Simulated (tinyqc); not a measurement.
Input admittance of a MOSFET at zero drain bias: distributed channel and distributed gate: two steps of the calculation.

Source and drain grounded, strong inversion, w = 2 pi f, Cox = eps0 eox/tox. The channel is an RC line of resistance 1/(mu Cox Vo) per square fed from both ends, so one finger has the intrinsic admittance y = i w Cox L tanh(g)/g per width, g = (1/2) sqrt(i w tau), tau = L^2/(mu Vo). The vertical resistance rv/L is in series with y, the overlaps 2 i w Cov in parallel: y_t = 1/(1/y + rv/L) + 2 i w Cov. The gate strip is a line of Rsh/L per length loaded by y_t, so a finger has Y = y_t Wf tanh(k)/k, k = (Wf/sd) sqrt(y_t Rsh/L); the device has Nf Y.

Inputs (values chosen for the exercise); values of the order met in silicon radio-frequency transistors:
```
symbol  value        unit                                                                 meaning
eox       3.9              relative permittivity of the gate insulator (close to silicon dioxide)
tox       3.9          nm                                                     insulator thickness
L         0.5          um                                                          channel length
Wf         20          um                                                            finger width
Nf          4                                                                   number of fingers
mu        300  cm^2/(V s)                                                        channel mobility
Vo       0.57           V                                                          gate overdrive
Rsh       4.5  ohm/square                                            sheet resistance of the gate
rv        4.2    ohm um^2                                  vertical resistivity of the gate stack
sd          2                                       number of ends at which a finger is contacted
Cov      0.24       fF/um                             overlap and fringe capacitance on each side
f          26         GHz                                                               frequency
```

Constants: eps0 = 8.8541878128e-14 F/cm where lengths are in cm. Results are converted to the units shown.

Problem 1. Low-frequency resistances and capacitance. Low-frequency limits, with c = Cox L and ct = c + 2 Cov: R_strip = Rsh Wf/(3 sd^2 L Nf), R_ch = (c/ct)^2 L/(12 mu Cox Vo Wf Nf), R_vert = (c/ct)^2 rv/(L Wf Nf), C = ct Wf Nf.

Wanted: parts; sum; C; 1/(2 pi R C).

Solution 1.

parts (ohm): strip 3.750, channel 2.800, vertical 0.08546
sum = 6.635 ohm
C = 392.6 fF
1/(2 pi R C) = 61.10 GHz

The strip term is the largest, 56.5 % of the sum.

Problem 2. Input impedance of the device. k and Y as defined; Z = 1/(Nf Y) = R + 1/(i w C); Q = |Im Z|/R; signal at the point farthest from a contact |1/cosh k|.

y_t = 139.93178+767.55770i uS/um

Find: k; Nf Y; R; C; Q; signal at the far point.

Solution 2.

k = 0.64348+0.53677i
Nf Y = 22.155+53.623i mS
R = 6.5815 ohm
C = 384.28 fF
Q = 2.4204
signal at the far point = 0.90798

Numbers from tinyqc (`OMP_NUM_THREADS=1 python tinyqc.py 2262162 2262163 out.jsonl`; about 0.01 s on one thread of a shared Intel Xeon 2.30GHz).
